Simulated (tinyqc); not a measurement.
One level coupled to a phonon between two leads, self-consistent Born approximation: one step of the calculation.

Wide-band leads with mu_L = +V/2 and mu_R = -V/2; phonons in equilibrium, Nq = 1/(exp(w0/kB T) - 1). Scattering links only energies that differ by w0, so a ladder E_k = E1 + k w0 closes on itself; terms that reach past its ends are dropped. Gn and Gp are the electron and hole parts of the spectral function A = Gn + Gp.

Question. Scattering functions. Sin(E) = M^2 [(Nq + 1) Gn(E + w0) + Nq Gn(E - w0)], Sout(E) = M^2 [(Nq + 1) Gp(E - w0) + Nq Gp(E + w0)]. Nq = 1/(exp(w0/kB T) - 1).

Inputs (values chosen for the exercise):
- T = 300 K (temperature of leads and phonons)
- w0 = 180 meV (phonon energy)
- M = 53 meV (electron-phonon matrix element)

Constants: q = 1.602176634e-19 C, kB = 1.380649e-23 J/K, Vt = kB T/q. Results are converted to the units shown.

```
rung     Gn (1/meV)    Gp (1/meV)
0      5.7728148e-4  1.2365877e-6
1      6.9855870e-4  5.4302032e-4
2      0.0018755902  0.0022175926
3       0.010129809   0.011992854
4      0.0014878179  0.0033173899
5      1.2311343e-6  0.0013629812
6     5.2833603e-10  6.1730205e-4
```

Give: Sin; Sout.

Answer.

```
rung  Sin (meV)  Sout (meV)
0        1.9641   0.0014451
1        5.2751   0.0093786
2        28.483      1.5587
3        4.1882      6.2439
4      0.030420      33.723
5     0.0039610      9.3290
6     3.2764e-6      3.8322
```

Range of the model: The self-consistent Born approximation keeps only non-crossing phonon lines and no Hartree shift; it is rough once the coupling nears the phonon energy.

Program tinyqc, `OMP_NUM_THREADS=1 python tinyqc.py 2720022 2720023 out.jsonl`; Intel Xeon 2.30GHz, shared host, one thread, about 0.04 s.
